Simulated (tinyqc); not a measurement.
Born-von Karman spring model of a cubic crystal with one atom per cell: one step, computed by the program tinyqc.

First neighbours lie at a/2 (1,1,0) (12 of them), second at a (1,0,0) (6), with all permutations and signs; the volume per atom is Omega = a^3/4.

Problem. Debye temperature from the elastic constants. Christoffel matrix G_xx = C11 n_x^2 + C44 (1 - n_x^2), G_xy = (C12 + C44) n_x n_y, with eigenvalues rho v^2; v_m^-3 is the mean of v^-3 over three branches and all directions (12 Gauss-Legendre points in cos(theta) times 24 angles phi = (j + 1/2) pi/12); q_D = (6 pi^2/Omega)^(1/3); Theta = hbar v_m q_D/k_B.

Inputs (values chosen for the exercise, for a model crystal): lattice constant a = 3.21 angstrom.

Lattice: fcc.

C12 = 17.09987 GPa

C44 = 24.12748 GPa

C11 = 67.98020 GPa

density rho = 38556.29 kg/m^3

Constants: hbar = 1.054571817e-34 J s; k_B = 1.380649e-23 J/K.

Give: mean velocity v_m; Debye wave number q_D; elastic Debye temperature.

Solution.

mean velocity v_m = 883.37 m/s

Debye wave number q_D = 1.9275 1/angstrom

elastic Debye temperature = 130.06 K
